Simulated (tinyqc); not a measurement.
## Internal loss and injection efficiency from two cavity lengths

Inverse problem. The differential efficiency of both facets obeys 1/eta_d = (1/eta)[1 + 2 ai Lc/ln(1/(R1 R2))]. Find eta and ai.

Parameters, values chosen for the exercise: front reflectance R1 = 0.32; back reflectance R2 = 0.9.

differential efficiency at Lc = 300 and 750 um: [0.79350498, 0.70104552]

Solution. 1/eta_d is linear in Lc: the intercept is 1/eta, and slope over intercept is 2 ai/ln(1/(R1 R2)).

eta = 0.8700
ai = 2.000 1/cm

Program tinyqc, `OMP_NUM_THREADS=1 python tinyqc.py 2840125 2840126 out.jsonl`; Intel Xeon 2.30GHz, shared host, one thread, about 0.02 s.
